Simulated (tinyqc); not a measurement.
A particle near a wafer in liquid: double-layer and van der Waals forces (DLVO), deposition barrier and removal: one step, computed by the program tinyqc. Command: `OMP_NUM_THREADS=1 python tinyqc.py 3110281 3110282 out.jsonl dlvo walk`. One thread of a shared host (Intel(R) Xeon(R) Processor @ 2.30GHz), about 0.01 s of CPU time with the checks.

Sphere and flat wall, Derjaguin approximation, constant potentials in the linear-superposition form, no retardation and no hydration force.

Question. Screening. kappa^2 = 2 z^2 e^2 N_A (1000 c)/(eps eps_0 k_B T); gamma_i = tanh(z e psi_i/(4 k_B T)); Z = 64 pi eps eps_0 (k_B T/(z e))^2 gamma_1 gamma_2.

Inputs (values chosen for the exercise, of the order of those for silica on silica in water):
```
quantity                           value   unit
particle radius R                    310     nm
potential of the particle psi_1       23     mV
potential of the wafer psi_2         -52     mV
salt concentration c                0.26  mol/L
valence z of the symmetric salt        1      -
temperature T                        293      K
dielectric constant of the liquid   80.2      -
```

Constants: e = 1.602176634e-19 C; N_A = 6.02214076e+23 1/mol; eps_0 = 8.8541878128e-12 F/m; k_B = 1.380649e-23 J/K; k_B = 8.617333262e-05 eV/K.

Give: kappa; Debye length; gamma_1; gamma_2; Z; kappa R.

Answer.

kappa = 1.673 1/nm

Debye length = 0.5978 nm

gamma_1 = 0.2239

gamma_2 = -0.4737

Z = -9.653 pN

kappa R = 518.6

Opposite signs: the double layers attract.
